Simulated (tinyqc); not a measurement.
Input admittance of a MOSFET at zero drain bias: distributed channel and distributed gate: one step of the calculation.

Source and drain grounded, strong inversion, w = 2 pi f, Cox = eps0 eox/tox. The channel is an RC line of resistance 1/(mu Cox Vo) per square fed from both ends, so one finger has the intrinsic admittance y = i w Cox L tanh(g)/g per width, g = (1/2) sqrt(i w tau), tau = L^2/(mu Vo). The vertical resistance rv/L is in series with y, the overlaps 2 i w Cov in parallel: y_t = 1/(1/y + rv/L) + 2 i w Cov. The gate strip is a line of Rsh/L per length loaded by y_t, so a finger has Y = y_t Wf tanh(k)/k, k = (Wf/sd) sqrt(y_t Rsh/L); the device has Nf Y.

Problem. Low-frequency resistances and capacitance. Low-frequency limits, with c = Cox L and ct = c + 2 Cov: R_strip = Rsh Wf/(3 sd^2 L Nf), R_ch = (c/ct)^2 L/(12 mu Cox Vo Wf Nf), R_vert = (c/ct)^2 rv/(L Wf Nf), C = ct Wf Nf.

Values chosen for this exercise; values of the order met in silicon radio-frequency transistors:
```
symbol,value,unit,meaning
eox,3.9,,relative permittivity of the gate insulator (close to silicon dioxide)
tox,1.8,nm,insulator thickness
L,0.073,um,channel length
Wf,12,um,finger width
Nf,64,,number of fingers
mu,390,cm^2/(V s),channel mobility
Vo,0.52,V,gate overdrive
Rsh,15,ohm/square,sheet resistance of the gate
rv,3.8,ohm um^2,vertical resistivity of the gate stack
sd,1,,number of ends at which a finger is contacted
Cov,0.2,fF/um,overlap and fringe capacitance on each side
```

Constants: eps0 = 8.8541878128e-14 F/cm where lengths are in cm. Results are converted to the units shown.

Find: parts; sum; C; 1/(2 pi R C).

Solution.

parts (ohm): strip 12.84, channel 0.01232, vertical 0.04101
sum = 12.90 ohm
C = 1383 fF
1/(2 pi R C) = 8.926 GHz

The strip term is the largest, 99.6 % of the sum.

Numbers from tinyqc (`OMP_NUM_THREADS=1 python tinyqc.py 2262224 2262225 out.jsonl`; about 0.01 s on one thread of a shared Intel Xeon 2.30GHz).
